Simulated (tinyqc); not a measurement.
Competing polymorphs of an oxide film: bulk, surface, grain-boundary, dopant and field terms. Changing the temperature T. Computed by tinyqc, a small Python program. Command: `OMP_NUM_THREADS=1 python tinyqc.py 3028433 3028434 out.jsonl polymorph sweep`. One thread of a shared host (Intel(R) Xeon(R) Processor @ 2.30GHz), about 0.01 s of CPU time with the checks.

Phases: monoclinic m (reference), polar orthorhombic o, tetragonal t. Free energies per formula unit (f.u.); 1 J/m^2 x angstrom^3/nm = 6.241509 meV.

Inputs (values chosen for the exercise, for a model oxide):

| quantity | value | unit |
|---|---|---|
| energy of the polar phase o over m | 77.5 | meV/f.u. |
| energy of the tetragonal phase t over m | 104 | meV/f.u. |
| entropy of o over m | 0.0038 | meV/(f.u. K) |
| entropy of t over m | 0.05 | meV/(f.u. K) |
| surface energy of m | 2.85 | J/m^2 |
| surface energy of o | 2.34 | J/m^2 |
| surface energy of t | 2.26 | J/m^2 |
| volume per formula unit Omega | 33.9 | angstrom^3 |
| film thickness h | 9.8 | nm |
| grain radius R | 4.7 | nm |
| dopant content x | 4.2 | % |
| shift of o per % of dopant | -8.2 | meV/f.u. |
| shift of t per % of dopant | -15 | meV/f.u. |
| width sigma of ln R | 0.43 | - |
| interlayer thickness (SiO2) | 1.1 | nm |

Geometry: free particles.

permittivities of m, o, t: 18  28  45

Method:
- Bulk term b = H - T S + (shift) x, zero for m. The undoped bulk turns from m to t at T = H_t/S_t.
- Area per volume: A = 3/R for a sphere; G = b + gamma Omega A.
- With G = b + gamma Omega A (b the bulk free energy per formula unit, A the area per volume), two phases i, j cross at A_ij = (b_j - b_i)/(Omega (gamma_i - gamma_j)); o has a window only if A_mo < A_ot.
- Grain radii are log-normal by volume with median R and width sigma; the share with A above A* is that with radius below R*, R* = 3/A* (all if A* <= 0), share = (1/2) erfc[-ln(R*/R)/(sqrt 2 sigma)]. Effective permittivity of a layer of thickness h built of such grains, taken in parallel: sum of share x eps; EOT = interlayer + 3.9 h/eps.

One run for each value:

| temperature T (K) | G(o) - G(m) (meV/f.u.) | G(t) - G(o) (meV/f.u.) | share of o | A_ot (1/nm) |
|---|---|---|---|---|
| 200 | -26.578 | -22.104 | 0 | -0.6676 |
| 350 | -27.148 | -29.034 | 0 | -1.0770 |
| 500 | -27.718 | -35.964 | 0 | -1.4864 |
| 650 | -28.288 | -42.894 | 0 | -1.8958 |
| 800 | -28.858 | -49.824 | 0 | -2.3052 |
| 950 | -29.428 | -56.754 | 0 | -2.7146 |
| 1100 | -29.998 | -63.684 | 0 | -3.1240 |
| 1250 | -30.568 | -70.614 | 0 | -3.5334 |
| 1400 | -31.138 | -77.544 | 0 | -3.9428 |

Over the rows, G(o) - G(m) (meV/f.u.) falls from -26.6 to -31.1; G(t) - G(o) (meV/f.u.) falls from -22.1 to -77.5; share of o does not change. G(t) - G(o) falls by 0.046 meV per kelvin, the entropy excess of t over o.

Caution (all rows): this is an equilibrium ranking; real films often keep the phase that nucleates first on cooling from t.

Extremes, crossings and ranges named in words are read from the listed rows.
